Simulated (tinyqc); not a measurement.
# Surface potential of a MOS transistor: implicit equation and explicit approximations, step by step

tinyqc, about 0.01 s, one thread, Intel Xeon 2.30GHz (shared host): `OMP_NUM_THREADS=1 python tinyqc.py 2122184 2122185 out.jsonl` Printed values are rounded.

p-type body, charge-sheet picture, depletion and inversion only, full ionisation (an idealisation for deep acceptors), Boltzmann statistics (rough once Na exp(x - xn) passes about Nc/7). In units of Vt: xg = (Vg - Vfb)/Vt, x = psi/Vt, G = gamma/sqrt(Vt), xn = (2 phiF + Vc)/Vt. The implicit equation is (xg - x)^2 = G^2 [x - 1 + exp(x - xn)] for x above about 3. Cox = eps0 eox/tox.

Parameters, values chosen for the exercise; band and dielectric values close to those of 4H silicon carbide: temperature T = 300 K; band gap Eg = 3.27 eV; relative permittivity eps_r = 9.51; conduction-band density of states at T Nc = 1.67e19 cm^-3; valence-band density of states at T Nv = 2.54e19 cm^-3; relative permittivity of the gate insulator (close to silicon dioxide) eox = 3.9; insulator thickness tox = 2 nm; acceptor density Na = 1.5e17 cm^-3; flat-band voltage Vfb = -0.61 V; channel-body voltage Vc = 1 V; gate-body voltage Vg = 3.91 V.

Constants: q = 1.602176634e-19 C, kB = 1.380649e-23 J/K, Vt = kB T/q, eps0 = 8.8541878128e-14 F/cm where lengths are in cm. Results are converted to the units shown.

Range of the model: The electron quasi-Fermi level lies less than 2 Vt below the band edge at the surface, or above it, where degeneracy and confinement, left out, matter.

## Scales

ni = sqrt(Nc Nv) exp(-Eg/(2 Vt)), Eg in volts; phiF = Vt ln(Na/ni); gamma = sqrt(2 q eps0 eps_r Na)/Cox; VT = Vfb + Vt (xn + G sqrt(xn - 1)).

phiF = 1.50775 V
gamma = 0.116519 V^0.5
G = 0.724686
xn = 155.327
VT = 3.63824 V
xg = 174.841

## Explicit approximation

Depletion value a = 1 + [sqrt(G^2/4 + xg - 1) - G/2]^2; inversion value b = xn + ln[(xg - xn)^2/G^2 - xn + 1] and first guess y = min(a, b) - ln(1 + exp(-|a - b|)) if a > xn + 1, else b = y = a; one second-order correction with D = exp(y - xn), p = 2 (xg - y) + G^2 (1 + D), w = (xg - y)^2 - G^2 (y - 1 + D): z = y + 2 w/(p + sqrt(p^2 - 2 (2 - G^2 D) w)), or the Newton step z = y + w/p where the root is not real.

a = 165.545
b = 161.674
y = 161.653
p = 320.568
w = -204.104
z = 161.016

The root of the implicit equation is x = 160.720; y misses it by 0.93 and z by 0.30, in units of Vt (Newton branch).

## Starting value

x = a rounded to two decimals.

x at the start = 165.550

## Iteration 1: new x

D = exp(x - xn), f = (xg - x)^2 - G^2 (x - 1 + D), f' = -2 (xg - x) - G^2 (1 + D), x(new) = x - f/f'.

D = 27540.8
f = -14463.7
f' = -14482.7
x after iteration 1 = 164.551

## Iteration 2: new x

As before.

D = 10145.0
f = -5307.86
f' = -5348.96
x after iteration 2 = 163.559

## Iteration 3: new x

As before.

D = 3760.93
f = -1933.20
f' = -1998.22
x after iteration 3 = 162.592

## Course of the iteration

Stop when the step is below 1e-11, or after 60 iterations.

Course of the iteration:
```
iteration  x before the step      step
1                    165.550    -0.999
2                    164.551    -0.992
3                    163.559    -0.967
4                    162.592    -0.884
5                    161.708    -0.659
6                    161.049    -0.288
7                    160.761   -0.0401
8                    160.721  -6.49e-4
9                    160.720  -1.66e-7
10                   160.720   < 1e-13
```

Converged in 10 iterations. In 3 iterations the step is within 5 % of -1, the mark of an exponential that dominates f.

## Potential, charges and gate control

converged x = 160.720

psi = Vt x; N_dep = Cox Vt G sqrt(x - 1)/q; N_inv = (Cox Vt G/q) [sqrt(x - 1 + exp(x - xn)) - sqrt(x - 1)]; dpsi/dVg = 1/[1 + G^2 (1 + exp(x - xn))/(2 (xg - x))].

psi = 4.15494 V
N_dep = 2.55151e12 cm^-2
N_inv = 1.3825e12 cm^-2
dpsi/dVg = 0.195724

psi lies 5.4 Vt above 2 phiF + Vc.
